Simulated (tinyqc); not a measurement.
Trap-assisted generation and recombination current of an abrupt junction. Changing the forward bias V. Computed by tinyqc, a small Python program. Command: `OMP_NUM_THREADS=1 python tinyqc.py 3015358 3015359 out.jsonl junctionleak sweep`. One thread of a shared host (Intel(R) Xeon(R) Processor @ 2.30GHz), about 0.03 s of CPU time with the checks.

Depletion approximation, flat quasi-Fermi levels across the depleted layer, long neutral regions with minority lifetimes tau_n and tau_p, full ionisation and Boltzmann statistics. Voltages in exponents stand for e V.

Inputs (values chosen for the exercise, with bands and screening modelled on silicon): gap E_g = 1.12 eV; electron mass m_e = 0.334 m_0; valleys M_c = 6; hole mass m_h = 0.831 m_0; dielectric constant eps = 11.5; acceptor density N_A = 4.3e+17 cm^-3; donor density N_D = 1.4e+18 cm^-3; capture time tau_n = 6e-06 s; capture time tau_p = 3.6e-06 s; trap level E_t - E_i = 0 eV; electron diffusion coefficient D_n = 23 cm^2/s; hole diffusion coefficient D_p = 1.3 cm^2/s; temperature T = 300 K; tunnelling mass m_t = 0.21 m_0.

Field enhancement: Hurkx tunnelling factor.

Constants: k_B = 8.617333262e-05 eV/K; m_0 = 9.1093837015e-31 kg; k_B = 1.380649e-23 J/K; h = 6.62607015e-34 J s; e = 1.602176634e-19 C; eps_0 = 8.8541878128e-12 F/m; hbar = 1.054571817e-34 J s.

Method:
- N_c = 2 M_c (2 pi m_e k_B T/h^2)^(3/2) and N_v = 2 (2 pi m_h k_B T/h^2)^(3/2), masses in units of m_0.
- n_i = sqrt(N_c N_v) exp(-E_g/2 k_B T); V_bi = (k_B T/e) ln(N_A N_D/n_i^2); diffusion saturation current J_d0 = e n_i^2 [sqrt(D_n/tau_n)/N_A + sqrt(D_p/tau_p)/N_D].
- W = sqrt(2 eps eps_0 (V_bi - V)(1/N_A + 1/N_D)/e), x_p = W N_D/(N_A + N_D), x_n = W - x_p, peak field F_m = 2 (V_bi - V)/W; reverse bias means V = -V_r.
- Both capture times are divided by 1 + Gamma, Gamma = 2 sqrt(3 pi) (F/F_G) exp((F/F_G)^2), F_G = sqrt(24 m_t (k_B T)^3)/(e hbar) (the low-field Hurkx form), F being the local field, linear in x from 0 at the edges to F_m.
- Potential from the p edge: phi = (V_bi - V) x^2/(x_p W) on the p side and (V_bi - V)[1 - (W - x)^2/(x_n W)] on the n side; p = N_A exp(-phi/k_B T), n = n_i^2 exp(V/k_B T)/p; U = (n p - n_i^2)/[tau_p (n + n_i exp(dE/k_B T)) + tau_n (p + n_i exp(-dE/k_B T))], dE = E_t - E_i, n1 = n_i exp(dE/k_B T), p1 = n_i exp(-dE/k_B T); J_t = e int U dx by the trapezoid rule on 400 intervals on each side.
- Total J = J_t + J_d0 (exp(V/k_B T) - 1); ideality n = (e/k_B T) dV/d ln J, central difference of 1 mV.

One run for each value:
```
forward bias V (V)  total forward current (A/cm^2)  recombination current in the layer (A/cm^2)  ideality factor
0.11                                    3.3435e-09                                   3.3388e-09           1.8558
0.20                                    1.9888e-08                                   1.9734e-08           1.9983
0.29                                    1.1487e-07                                   1.0985e-07           1.9465
0.39                                    9.7573e-07                                   7.3529e-07           1.6204
0.48                                    1.1903e-05                                   4.0873e-06           1.2104
0.57                                    2.7694e-04                                   2.2917e-05           1.0434
0.66                                    8.3872e-03                                   1.3038e-04           1.0078
0.75                                    2.6913e-01                                   7.5761e-04           1.0014
0.84                                    8.7276e+00                                   4.3085e-03           1.0003
```

Over the rows, total forward current (A/cm^2) rises from 3.34e-9 to 8.73 (exponent d ln y / d ln x 3.0 between the first rows and 31 between the last); recombination current in the layer (A/cm^2) rises from 3.34e-9 to 0.00431 (exponent d ln y / d ln x 3.0 between the first rows and 15 between the last); ideality factor goes from 1.86 through a maximum among these rows, 2.00 at 0.200, to 1.00. The ideality is highest where recombination in the layer rules and n and p exceed n1 and p1; it falls towards 1 as diffusion takes over.

Extremes, crossings and ranges named in words are read from the listed rows.
